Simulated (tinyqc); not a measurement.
Permittivity and interface capacitance from two thicknesses.

Inverse problem. 1/C = t/(eps0 ek) + 2/ci for planar capacitors that differ only in thickness. Find ek, ci and the EOT of the interfaces, 2 x 3.9 eps0/ci.

Constants: eps0 = 8.8541878128e-14 F/cm where lengths are in cm. Results are converted to the units shown.

C at t = 3.1 and 9.2 nm (uF/cm^2): 29.017727  11.850469

Solution. 1/C is a straight line in t: the slope gives ek and the intercept 2/ci. A single thickness would give only the effective permittivity; when the interfaces are a small part of 1/C, ci needs very accurate data.

ek = 138
ci = 220 uF/cm^2
EOT of the interfaces = 0.0314 nm

Computed by the program tinyqc: `OMP_NUM_THREADS=1 python tinyqc.py 2102116 2102117 out.jsonl`, one thread of a shared Intel Xeon 2.30GHz, about 0.01 s for the whole run.
